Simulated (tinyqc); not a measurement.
# Trap density from two Hall measurements

Question. p-type body, charge-sheet picture, full ionisation (an idealisation for deep acceptors), Boltzmann statistics for free electrons. e = Ec - EF at the surface. psi = Eg - Vt ln(Nv/Na) - e; N_dep = sqrt(2 eps0 eps_r Na (psi - Vt)/q); n_f = sqrt(N_dep^2 + 2 eps0 eps_r Vt Nc exp(-e/Vt)/q) - N_dep; Vg = Vfb + psi + q (N_dep + n_t + n_f)/Cox, Cox = eps0 eox/tox. Find e and n_t at both points and the mean trap density between them.

Values chosen for this exercise; band and dielectric values close to those of 4H silicon carbide:
```
symbol    value   unit                                   meaning
T           475      K                               temperature
Eg         3.27     eV                                  band gap
eps_r      9.87                            relative permittivity
Nc      3.33e19  cm^-3    conduction-band density of states at T
Nv      4.94e19  cm^-3       valence-band density of states at T
eox         3.9           relative permittivity of the insulator
tox          28     nm                       insulator thickness
Na       3.7e15  cm^-3                          acceptor density
Vfb       -1.99      V  flat-band voltage without trapped charge
```

Constants: q = 1.602176634e-19 C, kB = 1.380649e-23 J/K, Vt = kB T/q, eps0 = 8.8541878128e-14 F/cm where lengths are in cm. Results are converted to the units shown.

Vg (V): [1.0099820, 1.2704686]
free sheet density from the Hall effect (cm^-2): [1.2534383e9, 1.7159156e10]

Answer. Each n_f fixes e; what the gate voltage holds beyond psi, N_dep and n_f is trapped; the difference quotient is the density, smeared over a few Vt.

e (eV): [0.4030, 0.2940]
n_t (cm^-2): [8.676e10, 1.805e11]
mean trap density = 8.602e11 cm^-2 eV^-1

Numbers from tinyqc (`OMP_NUM_THREADS=1 python tinyqc.py 2222217 2222218 out.jsonl`; about 0.02 s on one thread of a shared Intel Xeon 2.30GHz).
